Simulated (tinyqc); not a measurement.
Two-diode model of a solar cell: one step of the calculation.

J is the current delivered and Vj = V + J Rs the junction voltage. J = X JL - J01 (exp(Vj/(n1 Vt)) - 1) - J02 (exp(Vj/(2 Vt)) - 1) - Vj/Rp. The photocurrent does not depend on voltage.

Question. New Vj. Maximum power: dP/dVj = f = J (1 + 2 Rs G) - G Vj = 0. G = -dJ/dVj = J01 exp(Vj/(n1 Vt))/(n1 Vt) + J02 exp(Vj/(2 Vt))/(2 Vt) + 1/Rp. H = dG/dVj; f' = -2 G - 2 Rs G^2 + (2 Rs J - Vj) H; Vj(new) = Vj - f/f'.

Parameters, values chosen for the exercise; values of the order met in cells of silicon: temperature T = 298.15 K; photocurrent at one sun JL = 35.4 mA/cm^2; concentration X = 1 suns; saturation current of the first diode J01 = 4.5e-14 A/cm^2; ideality factor of the first diode n1 = 1; series resistance Rs = 0 ohm cm^2; shunt resistance Rp = 2000 ohm cm^2; saturation current of the second diode (ideality 2) J02 = 4.4e-9 A/cm^2.

Constants: q = 1.602176634e-19 C, kB = 1.380649e-23 J/K, Vt = kB T/q. Results are converted to the units shown.

Vj after iteration 1 = 0.67909567 V

Find: J; G; H; f; f'; Vj after iteration 2.

Answer.

J = 19.08 mA/cm^2
G = 0.5753 S/cm^2
H = 21.46 S/(cm^2 V)
f = -371.6 mA/cm^2
f' = -15.72 S/cm^2
Vj after iteration 2 = 0.6555 V

Computed by the program tinyqc: `OMP_NUM_THREADS=1 python tinyqc.py 2280030 2280031 out.jsonl`, one thread of a shared Intel Xeon 2.30GHz, about 0.01 s for the whole run.
